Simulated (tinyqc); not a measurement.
Worked calculation: tight binding, kagome lattice. Computed by tinyqc, a small Python program that keeps every step. Settings: t1 = 0.66, t2 = 0.66, delta = 0, bands filled = 2. Command: `OMP_NUM_THREADS=1 python tinyqc.py 28907 28908 out.jsonl` (the two numbers bound the seeds that draw the settings). One thread of a shared host (Intel(R) Xeon(R) Processor @ 2.60GHz), about 0.01 s of CPU time with the checks.

## Bloch Hamiltonian at k

Parameters chosen for this model:

| parameter | value | unit |
|---|---|---|
| t1 | 0.660000 | eV, up triangles |
| t2 | 0.660000 | eV, down triangles |
| delta | 0 | eV on site C |

k point k (fractions of the reciprocal vectors): 0.420000  0.170000

H_AB = -t1 - t2 exp(-i k.a1), H_AC = -t1 - t2 exp(-i k.a2), H_BC = -t1 - t2 exp(i k.(a1 - a2)), H_CC = delta.

H(k) at k (eV):
```
                     A                    B                    C
A             0.000000  -0.081638+0.317957i  -0.977957+0.578362i
B  -0.081638-0.317957i             0.000000  -0.660000-0.660000i
C  -0.977957-0.578362i  -0.660000+0.660000i             0.000000
```

## Levels at k

Diagonalise the Hermitian matrix.

eigenvalues (eV): -1.641359  0.321359  1.320000

weights |c|^2 of the basis functions:
```
     band 1    band 2    band 3
A  0.313620  0.391790  0.294590
B  0.241411  0.605919  0.152670
C  0.444969  0.002291  0.552740
```

## Bloch Hamiltonian at K

k point K (fractions of the reciprocal vectors): 0.333333  0.666667

As before.

H(k) at K (eV):
```
                     A                    B                    C
A             0.000000  -0.330000+0.571577i  -0.330000-0.571577i
B  -0.330000-0.571577i             0.000000  -0.330000+0.571577i
C  -0.330000+0.571577i  -0.330000-0.571577i             0.000000
```

## Levels at K

As before.

eigenvalues (eV): -0.660000  -0.660000  1.320000

## Bands along a path

The same steps at evenly spaced points between the labelled ones.

Bands along the path (eV):

| k | band 1 | band 2 | band 3 |
|---|---|---|---|
| G | -2.640000 | 1.320000 | 1.320000 |
| G-K 0.20 | -2.525880 | 1.205880 | 1.320000 |
| G-K 0.40 | -2.203252 | 0.883252 | 1.320000 |
| G-K 0.60 | -1.727902 | 0.407902 | 1.320000 |
| G-K 0.80 | -1.182022 | -0.137978 | 1.320000 |
| K | -0.660000 | -0.660000 | 1.320000 |
| K-M 0.20 | -0.883252 | -0.436748 | 1.320000 |
| K-M 0.40 | -1.067902 | -0.252098 | 1.320000 |
| K-M 0.60 | -1.205880 | -0.114120 | 1.320000 |
| K-M 0.80 | -1.291155 | -0.028845 | 1.320000 |
| M | -1.320000 | 0 | 1.320000 |
| M-K' 0.20 | -1.291155 | -0.028845 | 1.320000 |
| M-K' 0.40 | -1.205880 | -0.114120 | 1.320000 |
| M-K' 0.60 | -1.067902 | -0.252098 | 1.320000 |
| M-K' 0.80 | -0.883252 | -0.436748 | 1.320000 |
| K' | -0.660000 | -0.660000 | 1.320000 |

With 2 band(s) filled, the highest filled level on these points lies at G and the lowest empty one at G-K 0.20: the bands touch or overlap, so there is no gap.
